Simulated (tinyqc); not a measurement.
Mean barrier and spread from two temperatures.

Problem. For a Gaussian spread of Schottky barriers the apparent height is phi_ap = phi - sg^2/(2 Vt), Vt = kB T/q. Find sg and phi.

Constants: q = 1.602176634e-19 C, kB = 1.380649e-23 J/K. Results are converted to the units shown.

phi_ap(0) at 200 and 300 K (eV): [1.0378447, 1.0852298]

Answer. phi_ap is linear in 1/(2 Vt) with slope -sg^2 and intercept phi.

sg = 0.0700 eV
phi = 1.18 eV

Computed by the program tinyqc: `OMP_NUM_THREADS=1 python tinyqc.py 2640067 2640068 out.jsonl`, one thread of a shared Intel Xeon 2.30GHz, about 0.01 s for the whole run.
